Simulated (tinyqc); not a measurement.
# Gain factor and gap resistance from two string resistances

Problem. At small bit-line voltage each of the 48 cells has the resistance 1/(K x) at overdrive x (no mobility reduction) in series with a gap resistance Rg. Find K, Rg and the share of the gaps at the higher overdrive.

resistance of a string of 48 equal cells at overdrives of 3.9 and 7.8 V (kohm): 820.64046  592.72023

Solution. The resistance per cell is a straight line in 1/x with slope 1/K and intercept Rg.

K = 27.00 uA/V^2
Rg = 7.600 kohm
share of the gaps = 61.55 %

Computed by the program tinyqc: `OMP_NUM_THREADS=1 python tinyqc.py 2142238 2142239 out.jsonl`, one thread of a shared Intel Xeon 2.30GHz, about 0.5 s for the whole run.
